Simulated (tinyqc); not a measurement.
From results back to parameters: density of states of one tight-binding band on the simple cubic lattice. Three cases, with inputs chosen for the exercise.

Problem. For E(k) = -2 t (c1 + c2 + c3) - 4 t2 (c1 c2 + c2 c3 + c3 c1), ci = cos(2 pi ki), two differences between symmetry points are known: Gamma = (0, 0, 0), X = (1/2, 0, 0), M = (1/2, 1/2, 0), R = (1/2, 1/2, 1/2).

Case 1.

E(X) - E(Gamma) = 1.3600 eV
E(M) - E(X) = 4.8800 eV

Case 2.

E(X) - E(Gamma) = 1.8000 eV
E(M) - E(X) = 8.3600 eV

Case 3.

E(X) - E(Gamma) = 2.5600 eV
E(M) - E(X) = 7.2000 eV

Find: t; t2; E(R) - E(M).

Solution. E(Gamma) = -6t - 12 t2, E(X) = -2t + 4 t2, E(M) = 2t + 4 t2, E(R) = 6t - 12 t2.

Case 1.

t = 1.220 eV
t2 = -0.220 eV
E(R) - E(M) = 8.400 eV

Case 2.

t = 2.090 eV
t2 = -0.410 eV
E(R) - E(M) = 14.920 eV

Case 3.

t = 1.800 eV
t2 = -0.290 eV
E(R) - E(M) = 11.840 eV

Computed by tinyqc, one run a case: `OMP_NUM_THREADS=1 python tinyqc.py N N+1 out.jsonl` with N = 1681314, 1681443, 1681492; one thread of a shared Intel(R) Xeon(R) Processor @ 2.30GHz, about 0.2 s a run at most.
